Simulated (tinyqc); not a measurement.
Surface potential of a MOS transistor: implicit equation and explicit approximations: two steps of the calculation.

p-type body, charge-sheet picture, depletion and inversion only, full ionisation (an idealisation for deep acceptors), Boltzmann statistics (rough once Na exp(x - xn) passes about Nc/7). In units of Vt: xg = (Vg - Vfb)/Vt, x = psi/Vt, G = gamma/sqrt(Vt), xn = (2 phiF + Vc)/Vt. The implicit equation is (xg - x)^2 = G^2 [x - 1 + exp(x - xn)] for x above about 3. Cox = eps0 eox/tox.

Parameters, values chosen for the exercise; band and dielectric values close to those of silicon:

| symbol | value | unit | meaning |
|---|---|---|---|
| T | 250 | K | temperature |
| Eg | 1.12 | eV | band gap |
| eps_r | 11.8 |  | relative permittivity |
| Nc | 2.14e19 | cm^-3 | conduction-band density of states at T |
| Nv | 2.01e19 | cm^-3 | valence-band density of states at T |
| eox | 3.9 |  | relative permittivity of the gate insulator (close to silicon dioxide) |
| tox | 7.5 | nm | insulator thickness |
| Na | 1e17 | cm^-3 | acceptor density |
| Vfb | -0.49 | V | flat-band voltage |
| Vc | 0.2 | V | channel-body voltage |
| Vg | 1.64 | V | gate-body voltage |

Constants: q = 1.602176634e-19 C, kB = 1.380649e-23 J/K, Vt = kB T/q, eps0 = 8.8541878128e-14 F/cm where lengths are in cm. Results are converted to the units shown.

Task 1. Scales. ni = sqrt(Nc Nv) exp(-Eg/(2 Vt)), Eg in volts; phiF = Vt ln(Na/ni); gamma = sqrt(2 q eps0 eps_r Na)/Cox; VT = Vfb + Vt (xn + G sqrt(xn - 1)).

Give: phiF; gamma; G; xn; VT; xg.

Result 1.

phiF = 0.44507 V
gamma = 0.39741 V^0.5
G = 2.7076
xn = 50.603
VT = 1.0110 V
xg = 98.870

Task 2. New x. D = exp(x - xn), f = (xg - x)^2 - G^2 (x - 1 + D), f' = -2 (xg - x) - G^2 (1 + D), x(new) = x - f/f'.

x at the start = 75.5
G = 2.7075535
xn = 50.602575
xg = 98.870494

Wanted: D; f; f'; x after iteration 1.

Result 2.

D = 6.4985e10
f = -4.7640e11
f' = -4.7640e11
x after iteration 1 = 74.500

Computed by the program tinyqc: `OMP_NUM_THREADS=1 python tinyqc.py 2122235 2122236 out.jsonl`, one thread of a shared Intel Xeon 2.30GHz, about 0.01 s for the whole run.
